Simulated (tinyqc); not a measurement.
# Junctionless gate-all-around wire, depletion approximation: two studies

A uniformly doped n-type wire of radius R under a surrounding gate; long channel. Below flat band a shell from radius rc to R is fully depleted and the neutral core, at channel potential V (0 at the source, Vd at the drain), carries the current with constant mobility; s = (rc/R)^2 is the share of the cross-section that conducts. The edge of the depleted shell is taken as abrupt, so there is no subthreshold current.

Values chosen for this exercise; material values those of a made-up semiconductor:
```
symbol,value,unit,meaning
eps_r,9.07,,relative permittivity of the semiconductor
eox,9,,relative permittivity of the gate insulator
tox,6.6,nm,insulator thickness
R,8,nm,wire radius
Nd,6.6e18,cm^-3,donor density
Vfb,0.63,V,flat-band voltage
mu,39,cm^2/(V s),effective mobility in the wire
L,0.1,um,gate length
```

Constants: q = 1.602176634e-19 C, eps0 = 8.8541878128e-14 F/cm where lengths are in cm. Results are converted to the units shown.

Each table varies one quantity; the others keep the values above.

## Effect of the donor density on the threshold

Cox = eps0 eox/(R ln(1 + tox/R)); A = q Nd R^2/(4 eps0 eps_r); B = q Nd R/(2 Cox); VT = Vfb - A - B. The flat-band conductance is G0 = q mu Nd pi R^2/L.

The same in every row: Cox (uF/cm^2) = 1.656.

Effect of the donor density on the threshold:

| Nd (cm^-3) | A (V) | B (V) | VT (V) | G0 (uS) |
|---|---|---|---|---|
| 8.2e17 | 0.02618 | 0.03174 | 0.5721 | 1.030 |
| 1.4e18 | 0.04469 | 0.05419 | 0.5311 | 1.759 |
| 2.4e18 | 0.07661 | 0.09289 | 0.4605 | 3.015 |
| 4e18 | 0.1277 | 0.1548 | 0.3475 | 5.025 |
| 6.9e18 | 0.2203 | 0.2671 | 0.1427 | 8.669 |
| 1.2e19 | 0.3831 | 0.4645 | -0.2175 | 15.08 |
| 2e19 | 0.6384 | 0.7741 | -0.7825 | 25.13 |

What does the comparison show?

As Nd goes from 8.2e17 to 2e19 cm^-3, VT falls from 0.572 to -0.783 V and G0 rises from 1.03 to 25.1 uS. A + B goes on average as Nd^(1.00). The device is normally off (VT > 0) in 5 of the 7 rows. More conductance costs threshold voltage: the same dopants that conduct must be depleted. At Nd = 2e19 cm^-3 the surface field at full depletion passes 1.5 MV/cm, where tunnelling or breakdown may set in.

## Effect of the wire radius on the threshold

Same model as above.

Effect of the wire radius on the threshold:

| R (nm) | Cox (uF/cm^2) | A (V) | B (V) | VT (V) | G0 (uS) |
|---|---|---|---|---|---|
| 2.7 | 2.386 | 0.02400 | 0.05982 | 0.5462 | 0.9445 |
| 3.6 | 2.125 | 0.04266 | 0.08955 | 0.4978 | 1.679 |
| 4.8 | 1.919 | 0.07584 | 0.1322 | 0.4219 | 2.985 |
| 6.5 | 1.749 | 0.1391 | 0.1965 | 0.2945 | 5.474 |
| 8.8 | 1.618 | 0.2549 | 0.2875 | 0.08755 | 10.03 |
| 12 | 1.515 | 0.4740 | 0.4187 | -0.2627 | 18.66 |
| 16 | 1.442 | 0.8427 | 0.5866 | -0.7993 | 33.17 |

As R goes from 2.7 to 16 nm, VT falls from 0.546 to -0.799 V and G0 rises from 0.944 to 33.2 uS. A + B goes on average as R^(1.59). The device is normally off (VT > 0) in 5 of the 7 rows. More conductance costs threshold voltage: the same dopants that conduct must be depleted. At R = 2.7 nm the radius is under two Debye lengths (at 300 K), so the depletion picture is rough. At R = 2.7 nm quantum confinement, left out here, matters.

Numbers from tinyqc (`OMP_NUM_THREADS=1 python tinyqc.py 2460093 2460094 out.jsonl`; about 0.01 s on one thread of a shared Intel Xeon 2.30GHz).
